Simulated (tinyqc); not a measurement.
Inside a calculation. Method: RKS/B3LYP (VWN-RPA form) in the sto-3g basis, for H4, spin multiplicity 1. One step of it, computed by the program tinyqc.

Task: Iteration 1: diagonalisation and new density. A level shift of 1 hartree raises the virtual space: F + shift (S - S D(s) S), with D(s) the density of one spin (D/2). Diagonalise F' = X^T F X, C = X C', fill 2 alpha and 2 beta electrons from the bottom; D = 2 C_occ C_occ^T. Each column has its largest component positive (the first on a tie).

Kohn-Sham matrix F (hartree), lower triangle:
```
           1H 1s      2H 1s      3H 1s      4H 1s
1H 1s  -0.171715
2H 1s  -0.266941  -0.204911
3H 1s  -0.059693  -0.224941  -0.204911
4H 1s  -0.009513  -0.059693  -0.266941  -0.171715
```

X, lower triangle:
```
           1H 1s      2H 1s      3H 1s     4H 1s
1H 1s   1.087382
2H 1s  -0.264410   1.152615
3H 1s   0.039878  -0.230478   1.152615
4H 1s  -0.006878   0.039878  -0.264410  1.087382
```

D at the start, lower triangle:
```
          1H 1s     2H 1s     3H 1s     4H 1s
1H 1s  0.960819
2H 1s  0.094255  0.920371
3H 1s  0.017266  0.094130  0.920371
4H 1s  0.006019  0.017266  0.094255  0.960819
```

overlap S, lower triangle:
```
          1H 1s     2H 1s     3H 1s     4H 1s
1H 1s  1.000000
2H 1s  0.437945  1.000000
3H 1s  0.064555  0.361033  1.000000
4H 1s  0.006609  0.064555  0.437945  1.000000
```

Give: F' = X^T F X; orbital energies; coefficients C; D after iteration 1.

Result:

F' = X^T F X (hartree), lower triangle:
```
         1        2        3       4
1   0.4349
2  -0.5046   0.4797
3  -0.0190  -0.4384   0.4797
4  -0.0234  -0.0190  -0.5046  0.4349
```

orbital energies (hartree): MO1 -0.3289, MO2 0.1510, MO3 0.7817, MO4 1.2254

coefficients C:
```
          MO1      MO2      MO3      MO4
1H 1s  0.3115   0.5387   0.7155  -0.5956
2H 1s  0.4407   0.3412  -0.5061   0.9415
3H 1s  0.4407  -0.3412  -0.5061  -0.9415
4H 1s  0.3115  -0.5387   0.7155   0.5956
```

D after iteration 1, lower triangle:
```
         1H 1s    2H 1s   3H 1s   4H 1s
1H 1s   0.7745
2H 1s   0.6422   0.6213
3H 1s  -0.0931   0.1556  0.6213
4H 1s  -0.3864  -0.0931  0.6422  0.7745
```
